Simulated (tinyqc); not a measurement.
# Junctionless gate-all-around wire, depletion approximation: two studies

A uniformly doped n-type wire of radius R under a surrounding gate; long channel. Below flat band a shell from radius rc to R is fully depleted and the neutral core, at channel potential V (0 at the source, Vd at the drain), carries the current with constant mobility; s = (rc/R)^2 is the share of the cross-section that conducts. The edge of the depleted shell is taken as abrupt, so there is no subthreshold current.

Inputs (values chosen for the exercise); material values close to those of silicon:
```
symbol   value        unit                                      meaning
eps_r     11.6               relative permittivity of the semiconductor
eox          9              relative permittivity of the gate insulator
tox        6.3          nm                          insulator thickness
R           10          nm                                  wire radius
Nd      1.5e19       cm^-3                                donor density
Vfb       0.75           V                            flat-band voltage
mu          94  cm^2/(V s)               effective mobility in the wire
L            1          um                                  gate length
Vg        0.46           V                                 gate voltage
```

Constants: q = 1.602176634e-19 C, eps0 = 8.8541878128e-14 F/cm where lengths are in cm. Results are converted to the units shown.

Each table varies one quantity; the others keep the values above.

## Output curve

Cox = eps0 eox/(R ln(1 + tox/R)); A = q Nd R^2/(4 eps0 eps_r); B = q Nd R/(2 Cox); VT = Vfb - A - B. s solves Vfb - Vg + V = A (1 - s + s ln s) + B (1 - s), and s = 0 where the left side exceeds A + B. I = (q mu Nd pi R^2/L)[g(s0) - g(sL)], g = A (s^2/4 - (s^2/2) ln s) + B s^2/2, with s0 at V = 0 and sL at V = Vd.

Output curve:

| Vd (V) | sL | I (uA) | I/Vd (uS) |
|---|---|---|---|
| 0.172 | 0.49661 | 0.70272 | 4.0856 |
| 0.339 | 0.36131 | 1.2091 | 3.5667 |
| 0.506 | 0.24520 | 1.5667 | 3.0963 |
| 0.673 | 0.14676 | 1.7973 | 2.6706 |
| 0.839 | 0.066233 | 1.9210 | 2.2897 |
| 1.006 | 0.0059540 | 1.9613 | 1.9496 |
| 1.173 | 0 | 1.9618 | 1.6724 |
| 1.34 | 0 | 1.9618 | 1.4640 |

What does the table show?

The current rises from 0.703 to 1.96 uA; the conducting share at the drain falls from 0.497 to 0. The core closes at Vd = Vg - VT = 1.03 V, and the current is constant beyond.

## Effect of the insulator thickness on the threshold

Same model as above.

The flat-band conductance is G0 = q mu Nd pi R^2/L.

The same in every row: A (V) = 0.58497; G0 (uS) = 7.0971.

Results:

| tox (nm) | Cox (uF/cm^2) | B (V) | VT (V) |
|---|---|---|---|
| 2.1 | 4.1804 | 0.28744 | -0.12241 |
| 3 | 3.0373 | 0.39563 | -0.23060 |
| 6.3 | 1.6310 | 0.73674 | -0.57171 |
| 9.1 | 1.2315 | 0.97578 | -0.81076 |
| 13 | 0.95674 | 1.2560 | -1.0909 |
| 19 | 0.74844 | 1.6055 | -1.4405 |

Estimate the missing row, tox = 4.4 nm.

Computed row:

| tox (nm) | Cox (uF/cm^2) | B (V) | VT (V) |
|---|---|---|---|
| 4.4 | 2.1854 | 0.54986 | -0.38483 |

With this row back in the table: As tox goes from 2.1 to 19 nm, VT falls from -0.122 to -1.44 V and G0 stays at 7.10 uS. A + B goes on average as tox^(0.42). The device is normally off (VT > 0) in 0 of the 7 rows.

tinyqc, about 0.01 s, one thread, Intel Xeon 2.30GHz (shared host): `OMP_NUM_THREADS=1 python tinyqc.py 2460098 2460099 out.jsonl`
